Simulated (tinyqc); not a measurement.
Scale length and length offset from two DIBL values.

Question. DIBL = exp(-Le/(2 l)) + 2 exp(-Le/l) with Le = L - dL. Find l, dL and the drawn length for a DIBL of 100 mV/V.

DIBL at drawn lengths 63 and 110 nm (mV/V): 124.21064  17.465311

Answer. With e = exp(-Le/(2 l)), 2 e^2 + e = DIBL gives e and so Le/l at each length; Le/l is a straight line in L with slope 1/l.

l = 13.00 nm
dL = 3.900 nm
length for 100 mV/V = 67.87 nm

Program tinyqc, `OMP_NUM_THREADS=1 python tinyqc.py 2002108 2002109 out.jsonl`; Intel Xeon 2.30GHz, shared host, one thread, about 0.01 s.
